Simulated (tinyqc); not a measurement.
Changing the step-edge barrier E_s: epitaxial growth on a vicinal surface: Burton-Cabrera-Frank step flow, step-edge barrier and island nucleation. Computed by tinyqc, a small Python program. Command: `OMP_NUM_THREADS=1 python tinyqc.py 3024018 3024019 out.jsonl stepflow sweep`. One thread of a shared host (Intel(R) Xeon(R) Processor @ 2.30GHz), about 0.02 s of CPU time with the checks.

Adatoms land at rate F, hop on a square grid (a simplification for hexagonal faces), desorb, or join steps. Lengths are in units of a and n is the adatom coverage. Steps ascend at x = 0 and descend at x = l.

Inputs (values chosen for the exercise, close to those used for GaAs(001)):
```
quantity,value,unit
site spacing a,4,angstrom
step height h,2.83,angstrom
diffusion barrier E_d,1.25,eV
desorption energy E_a,2.61,eV
adatom formation energy E_f,0.975,eV
attempt frequency nu,5,THz
deposition rate F,0.6,layers/s
miscut angle,1,degrees
temperature T,600,C
critical nucleus size i,2,-
binding energy of the critical nucleus E_i,0.83,eV
```

Constants: k_B = 8.617333262e-05 eV/K.

Method:
- D = nu exp(-E_d/(k_B T)) (a^2/s, nu counted per direction); tau = exp(E_a/(k_B T))/nu; x_s = sqrt(D tau); n_eq = exp(-E_f/(k_B T)); terrace width l = h/(a tan(miscut)); Schwoebel length l_s = exp(E_s/(k_B T)) - 1.
- Temperatures in kelvin are T(C) + 273.15.
- D n'' - n/tau + F = 0 with n(0) = n_eq and -l_s n'(l) = n(l) - n_eq. With u = n - F tau, A = n_eq - F tau, y = l/x_s, s = l_s/x_s: u = A cosh(x/x_s) + B sinh(x/x_s), B = A (1 - cosh y - s sinh y)/(sinh y + s cosh y). Flux into the ascending step J+ = D B/x_s, over the descending one J- = -(D/x_s)(A sinh y + B cosh y); step velocity J+ + J-; growth rate (J+ + J-)/l. For small y: J+ + J- = (F - n_eq/tau) l, J-/J+ = l/(l + 2 l_s).
- The coverage peaks where n' = 0, tanh(x/x_s) = -B/A.

One run for each value:
```
step-edge barrier E_s (eV),J- (atoms per step site and s),J+ (atoms per step site and s),peak coverage,position of the peak (a),Schwoebel length l_s (a)
0.00,12.160,12.160,0.0004066,20.266,0
0.05,11.883,12.436,0.0004252,20.727,9.4356e-01
0.10,11.380,12.940,0.0004601,21.566,2.7774e+00
0.15,10.515,13.805,0.0005234,23.008,6.3416e+00
0.20,9.161,15.159,0.0006306,25.265,1.3269e+01
0.30,5.275,19.044,0.0009939,31.741,5.2900e+01
0.50,0.610,23.710,0.0015393,39.517,7.6809e+02
```

Give the missing row, step-edge barrier E_s (eV) = 0.40.

Computed row; columns: (1) step-edge barrier E_s (eV); (2) J- (atoms per step site and s); (3) J+ (atoms per step site and s); (4) peak coverage; (5) position of the peak (a); (6) Schwoebel length l_s (a):
```
(1)     (2)     (3)        (4)     (5)         (6)
0.40  2.027  22.292  0.0013610  37.154  2.0260e+02
```

Interpolating between the two neighbouring rows (linearly) misses most in Schwoebel length l_s (a), by 100 %. Over the rows, J- (atoms per step site and s) falls from 12.2 to 0.610; J+ (atoms per step site and s) rises from 12.2 to 23.7; peak coverage rises from 4.07e-4 to 0.00154. The barrier matters once l_s is comparable with l; in the limit the descending step reflects, the peak moves to x = l and the excess coverage is four times as large when desorption is weak.

Caution (all rows): twice the distance from the ascending step to the coverage peak exceeds the expected island spacing [0.25 (F/D)^(i/(i+2)) exp(E_i/((i+2) k_B T))]^(-1/2) by 40 % or more, so islands nucleate and the step-flow values are formal.

Extremes, crossings and ranges named in words are read from the listed rows.
